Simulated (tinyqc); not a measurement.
Which input was changed? Model: permeation of metal atoms or ions through a thin barrier or dielectric: time lag, field-aided drift and lifetime. Computed by tinyqc, a small Python program. Command: `OMP_NUM_THREADS=1 python tinyqc.py 3000952 3000953 out.jsonl barrier which`. One thread of a shared host (Intel(R) Xeon(R) Processor @ 2.30GHz), about 0.2 s of CPU time with the checks.

The film 0 < x < d is empty at first; C = C0 at x = 0 and C = 0 at x = d. dC/dt = D d2C/dx2 - v dC/dx with drift v = D z e V/(k_B T d) (uniform field, no space charge).

Inputs (values chosen for the exercise, for a model case: singly charged ions through a dielectric):

| quantity | value | unit |
|---|---|---|
| thickness d | 22 | nm |
| prefactor D0 | 2.1e-05 | cm^2/s |
| activation energy E | 0.934 | eV |
| concentration at the source side C0 | 9.6e+13 | 1/cm^3 |
| charge number z | 1 | - |
| voltage V (positive drives ions across) | 0.098 | V |
| critical dose Q_c | 2e+08 | 1/cm^2 |
| test temperature T | 175 | C |
| use temperature T_u | 100 | C |

Constants: k_B = 8.617333262e-05 eV/K.

Method:
- D = D0 exp(-E/(k_B T)); time scale d^2/D; Peclet number P = z V/(k_B T), k_B T in eV; 1 nm = 1e-7 cm.
- Temperatures in kelvin are T(C) + 273.15.
- Steady flux J = (D C0/d) P/(1 - exp(-P)); time lag in units of d^2/D: s_L = [P (1 + exp(-P))/(1 - exp(-P)) - 2]/P^2 (P = 0: J = D C0/d, s_L = 1/6).
- Dose through the film Q(s) = C0 d {f (s - s_L) - 2 exp(P/2) sum_(n=1..200) (-1)^n n^2 pi^2 exp(-l_n s)/l_n^2}, l_n = n^2 pi^2 + P^2/4, f = P/(1 - exp(-P)) the relative flux.
- Solve Q = Q_c for s. At the use temperature D and P take T_u, with the same C0 and V; 1 year = 3.15576e7 s.

Question. One of these inputs alone was changed, within the range given: activation energy E (0.5 to 1.868); voltage V (positive drives ions across) (0.049 to 0.196); critical dose Q_c (1e+08 to 4e+08); test temperature T (87.5 to 350). Which one, and to what value?

Results:

| run | steady flux J (1/(cm^2 s)) | failure time at T_u (years) | failure time at T (s) |
|---|---|---|---|
| before | 79203.10 | 0.01324915 | 3630.800 |
| after | 69026.23 | 0.01487082 | 4036.379 |

Answer.

Each candidate set to reproduce steady flux J, and what it then gives:

| candidate | range searched | value needed | failure time at T_u (years) | failure time at T (s) |
|---|---|---|---|---|
| activation energy E (eV) | 0.5 to 1.868 | 0.9393 | 0.015629 | 4166.1 |
| voltage V (positive drives ions across) (V) | 0.049 to 0.196 | 0.08150 | 0.014871 | 4036.4 |
| critical dose Q_c (1/cm^2) | 1e+08 to 4e+08 | no effect | - | - |
| test temperature T (C) | 87.5 to 350 | 172.4 | 0.013249 | 4170.5 |

Only voltage V (positive drives ions across) fits every result: it went from 0.098 to 0.0815 V. The next best candidate, activation energy E, misses one result by 5.1 %.

Caution: grain boundaries, pinholes, trapping and space charge are left out; thin real barriers usually fail at defects.
